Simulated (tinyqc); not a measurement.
What moves the results: model-solid line-up of a strained alloy layer on a substrate. A value that a table varies takes the place of the one given here.

All values of the alloy are linear in x but the gap, Eg(x) = (1 - x) Eg_A + x Eg_B - C x (1 - x), and the valence edge, Ev(x) = (1 - x) Ev_A + x Ev_B + fv C x (1 - x); Ec = Ev + Eg. Ev is the top of the unstrained valence band on a scale common to all materials. In the layer only the Gamma valley of the conduction band is followed, also where an X or L valley would lie lower.

Coherent growth on a (001) face: e_par = (a_s - a)/a, e_perp = -2 (C12/C11) e_par; exx = eyy = e_par, ezz = e_perp, no shear.

Strained edges: Ec + ac tr(e); the valence edges are Ev plus the levels of the 6 x 6 matrix of X, Y, Z times spin with -Dso/3 + l exx + m (eyy + ezz) on the diagonal (cyclic), n exy off it, l = av + 2 b, m = av - b, n = sqrt(3) d. Spin-orbit term (Dso/3) L.sigma on X, Y, Z with (L_k)_ij = -i epsilon_kij: <X+|H|Y+> = -i Dso/3, <X+|H|Z-> = Dso/3, <Y+|H|Z-> = -i Dso/3, <Z+|H|X-> = -Dso/3, <Z+|H|Y-> = i Dso/3, <X-|H|Y-> = i Dso/3, and their conjugates; + and - are the spin along z.

dEc = Ec(substrate) - Ec(layer), dEv = Ev(layer) - Ev(substrate); positive values confine the carrier in the layer. Type I: both of one sign; type II: opposite signs; type III: the gaps do not overlap.

Coherent growth: e_par = (a_s - a)/a. (001): e_perp = -2 (C12/C11) e_par; exx = eyy = e_par, ezz = e_perp, no shear. (111): e_perp = -(2 C11 + 4 C12 - 4 C44)/(C11 + 2 C12 + 4 C44) e_par; exx = eyy = ezz = (2 e_par + e_perp)/3 and exy = eyz = ezx = (e_perp - e_par)/3. (110): e_perp = -(C11 + 3 C12 - 2 C44)/(C11 + C12 + 2 C44) e_par; exx = eyy = (e_par + e_perp)/2, ezz = e_par, exy = (e_perp - e_par)/2, eyz = ezx = 0.

Values chosen for the exercise (A near InP, B near GaP, substrate near Ge; the results hold for these values, not for the real material):
```
symbol  value           unit      meaning
a       (5.868, 5.448)  angstrom  lattice constant of A, B
Eg      (1.406, 2.893)  eV        gap at Gamma to the s-like level of A, B
Dso     (0.109, 0.081)  eV        spin-orbit splitting of A, B
Ev      (-0.94, -1.26)  eV        top of the unstrained valence band of A, B
ac      (-6.08, -8.29)  eV        conduction deformation potential of A, B
av      (0.6, 1.7)      eV        valence hydrostatic potential of A, B
b       (-1.99, -1.6)   eV        tetragonal shear potential of A, B
d       (-4.94, -4.54)  eV        trigonal shear potential of A, B
C11     (100.2, 141.5)  GPa       of A, B
C12     (56.7, 62)      GPa       of A, B
C44     (45.9, 71.4)    GPa       of A, B
C       0.555           eV        bowing of the gap
fv      0.3                       share of the bowing taken by the valence edge
a_s     5.656           angstrom  substrate
Eg_s    0.749           eV        lowest gap of the substrate
Ev_s    -0.35           eV        substrate valence edge
face    001                       growth face
x       0.62                      fraction of B
```

## Composition against offsets

Each composition is strained to the same substrate.

Results:
```
x     e_par (%)  relaxed gap (eV)  strained gap (eV)  valence splitting (meV)  dEc (eV)  dEv (eV)  type
0.09      -2.99             1.494              1.559                       64    -0.309    -0.501     I
0.20      -2.21             1.615              1.679                       59    -0.373    -0.557     I
0.32      -1.35             1.761              1.811                       50    -0.445    -0.617     I
0.43      -0.55             1.909              1.934                       31    -0.512    -0.673     I
0.55       0.34             2.086              2.043                       26    -0.587    -0.706     I
0.66       1.17             2.263              2.094                       99    -0.657    -0.688     I
0.78       2.09             2.471              2.149                      181    -0.735    -0.665     I
0.89       2.94             2.675              2.202                      252    -0.806    -0.647     I
```

What does this show?

The alloy matches the substrate at x = 0.505, where the top valence edge changes its character and the splitting passes through zero. The strained gap runs from 1.559 to 2.202 eV, against 1.494 to 2.675 eV for the relaxed alloy: strain takes back part of the change that the composition makes. Strains above 2 % can be kept only in layers of a few nanometres. The line-up is type I throughout, with the layer as the barrier. Where the alloy is indirect its X or L edge, left out, lies lower and sets the real gap and dEc.

## The same layer on three faces

Composition and substrate are kept.

Results:
```
face   e_perp (%)  tr(e) (%)  shift of Ec (meV)  shift of Ev (meV)  valence splitting (meV)  gap (eV)
(001)      -0.823      0.903              -67.3               54.0                     71.9    2.0759
(111)      -0.429      1.297              -96.7               68.7                     87.0    2.0318
(110)      -0.509      1.217              -90.7               65.8                     82.9    2.0407
```

What does this show, and why?

The layer yields most along the normal on (001) and least on (111), so the volume change, and with it the shift of Ec, is largest on (111). The valence splitting, set by b on (001), by d on (111) and by both on (110), is largest on (111). The gaps span 44 meV, from (111) to (001).

## What each parameter does

Strained gap, valence splitting and offsets. Each row changes one parameter from the base and keeps the others.

Results:
```
case                     gap (eV)  splitting (meV)  dEc (eV)  dEv (eV)
base                       2.0759             71.9   -0.6317   -0.6952
x = 0.64                   2.0849             85.5   -0.6445   -0.6915
a_s = 5.636 angstrom       2.1284             39.8   -0.6595   -0.7198
C = 0.655 eV               2.0523             71.9   -0.6152   -0.6881
fv = 0.5                   2.0759             71.9   -0.6579   -0.6690
Ev_s = -0.3 eV             2.0759             71.9   -0.5817   -0.7452
b = (-2.288, -1.84) eV     2.0682             84.0   -0.6317   -0.6875
av = (0.69, 1.955) eV      2.0741             71.9   -0.6317   -0.6934
d = (-5.681, -5.221) eV    2.0759             71.9   -0.6317   -0.6952
```

What can be read from the table?

The largest shifts from the base row, up to three for each result and ties (the steps differ in size, so this ranks the rows, not the parameters). gap (eV): a_s +0.0525, C -0.0236, x +0.0091; unchanged at the printed digits by fv, Ev_s and d. splitting (meV): a_s -32.1, x +13.6, b +12.1; unchanged at the printed digits by C, fv, Ev_s, av and d. dEc (eV): Ev_s +0.0500, a_s -0.0278, fv -0.0262; unchanged at the printed digits by b, av and d. dEv (eV): Ev_s -0.0500, fv +0.0262, a_s -0.0247; unchanged at the printed digits by d.

(tinyqc, `OMP_NUM_THREADS=1 python tinyqc.py 1080188 1080189 out.jsonl`, Intel(R) Xeon(R) Processor @ 2.30GHz, 1 thread, shared host, about 0.01 s.)
